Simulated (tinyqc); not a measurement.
# Read current of a NAND string, cells in series solved by shooting: read current against the number of cells

Cells in series, numbered from 0 at the source line (0 V) to the bit line, each followed by a gap resistance Rg. A cell with gate Vg, threshold VT, source Vs and drain Vd passes I = 2 nf K Vt^2 [F(Vs) - F(Vd)]/(1 + th max(Vg - VT, 0)), F(V) = ln^2(1 + exp((Vg - VT - nf V)/(2 nf Vt))). The selected cell has Vg = Vr, the others Vg = Vp.

For a trial current I start at 0 V and, cell by cell, solve for the drain: sqrt(F(Vd)) = sqrt(F(Vs) - I/k), k = 2 nf K Vt^2/(1 + th max(Vg - VT, 0)), Vd = [Vg - VT - 2 nf Vt ln(exp(sqrt F) - 1)]/nf, then add I Rg. The string current is the I for which the last node reaches Vbl. The apparent threshold is the Vr at which I = Is. Background: all other cells erased (VT = Ve) or all in the highest state (VT = Vh); ratio and shift are high over erased and high minus erased. The selected cell is in the middle, cell n/2.

Values chosen for this exercise; values of the order met in vertical NAND strings: temperature T = 300 K; gain factor of a cell K = 6.5 uA/V^2; slope factor nf = 2.4; mobility reduction factor th = 0.08 1/V; resistance of the gap between cells Rg = 20 kohm; bit-line voltage Vbl = 0.4 V; pass voltage Vp = 6.2 V; threshold of an erased cell Ve = -0.5 V; threshold of the highest state Vh = 4.3 V; threshold of the selected cell Vx = 2.7 V; sensing current Is = 20 nA; read voltage on the selected word line Vr = 3.48 V.

Constants: q = 1.602176634e-19 C, kB = 1.380649e-23 J/K, Vt = kB T/q. Results are converted to the units shown.

Results:
```
n	I, others erased (uA)	I, others high (uA)	ratio	apparent VT, erased (V)	apparent VT, high (V)	background shift (mV)
8	0.3994	0.2550	0.6385	2.774	2.786	11.32
16	0.2738	0.1479	0.5401	2.785	2.808	22.84
32	0.1679	0.07971	0.4746	2.806	2.853	46.52
96	0.06572	0.02793	0.4250	2.893	3.046	153.6
128	0.05037	0.02108	0.4186	2.936	3.227	291.4
```

Estimate the missing row, n = 64.

Computed row:
```
n	I, others erased (uA)	I, others high (uA)	ratio	apparent VT, erased (V)	apparent VT, high (V)	background shift (mV)
64	0.09451	0.04138	0.4378	2.849	2.946	96.74
```

With this row back in the table: With erased neighbours the current falls from 0.399 to 0.0504 uA, as n^(-0.54) between the first two rows and n^(-0.92) between the last two (-1 once the series resistance rules). The ratio falls from 0.638 to 0.419 and the background shift rises from 11.3 to 291 mV.

Numbers from tinyqc (`OMP_NUM_THREADS=1 python tinyqc.py 2142263 2142264 out.jsonl`; about 0.4 s on one thread of a shared Intel Xeon 2.30GHz).
